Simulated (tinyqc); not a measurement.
# Octagonal on-chip spiral inductor, lumped pi model: quality factor against frequency

Outer diameter do = di + 2 n wd + 2 (n - 1) sp, mean da = (do + di)/2, fill p = (do - di)/(do + di), length l = 3.314 n da. L = 2.25 mu0 n^2 da/(1 + 3.55 p), mu0 = 4 pi 1e-7 H/m. Rs = rho l/(wd delta (1 - exp(-th/delta))), delta = sqrt(rho/(pi f mu0)). Cs = n wd^2 eps0 eo/hu across the coil. At each end Cox = l wd eps0 eo/(2 ho) leads to the substrate branch Rsi = 2 rs he/(l wd) in parallel with Csi = l wd eps0 11.7/(2 he). With one end grounded Y = 1/(Rs + i w L) + i w Cs + 1/[1/(i w Cox) + 1/(1/Rsi + i w Csi)], w = 2 pi f; Q = -Im Y/Re Y. Eddy currents in neighbouring turns and in the substrate are left out.

Apparent inductance Im(1/Y)/w; share of the loss Re(substrate branch)/Re Y.

Inputs (values chosen for the exercise); values of the order met in silicon radio-frequency processes: number of turns n = 1.5; line width wd = 15 um; space between turns sp = 2 um; inner diameter di = 40 um; metal thickness th = 3.4 um; metal resistivity rho = 2.2 uohm cm; oxide below the coil ho = 8.5 um; oxide between coil and underpass hu = 1.4 um; relative permittivity of the oxide eo = 3; substrate resistivity rs = 20 ohm cm; effective spreading depth in the substrate he = 50 um.

Constants: eps0 = 8.8541878128e-12 F/m. Results are converted to the units shown.

Result of one run:
```
f (GHz),Rs (ohm),w L/Rs,Q,apparent inductance (nH),loss in the substrate (%)
110,2.0569,58.666,8.0172,0.78368,37.722
```

What becomes of these results when the frequency f is changed from 110 to 2.1 GHz, all else the same?

Result of the changed run:
```
f (GHz),Rs (ohm),w L/Rs,Q,apparent inductance (nH),loss in the substrate (%)
2.1,0.32445,7.1004,7.0945,0.17465,0.045650
```

The whole series:
```
f (GHz),Rs (ohm),w L/Rs,Q,apparent inductance (nH),loss in the substrate (%)
2.1,0.32445,7.1004,7.0945,0.17465,0.045650
3.4,0.38895,9.5895,9.5644,0.17474,0.17058
5.5,0.47619,12.670,12.580,0.17496,0.50014
9.1,0.59939,16.655,16.351,0.17556,1.2668
15,0.76244,21.582,20.658,0.17718,2.8416
24,0.96161,27.379,24.843,0.18134,5.7314
40,1.2405,35.373,28.008,0.19466,11.677
65,1.5812,45.096,25.725,0.23984,21.556
110,2.0569,58.666,8.0172,0.78368,37.722
```

Q goes from 7.09 through a maximum of 28.0 (at f = 40 GHz among the rows listed) to 8.02; the exact peak is 28.2 at 44.7 GHz and Q reaches zero at the self-resonance, 125 GHz. The share of the substrate rises from 0.0457 to 37.7 %, and the apparent inductance ends at 4.49 times L. At the peak the substrate takes 13.5 % of the loss. For f = 110 the coil is longer than 0.15 of a wavelength in the oxide, where one lumped section is rough.

Computed by the program tinyqc: `OMP_NUM_THREADS=1 python tinyqc.py 2302144 2302145 out.jsonl`, one thread of a shared Intel Xeon 2.30GHz, about 0.01 s for the whole run.
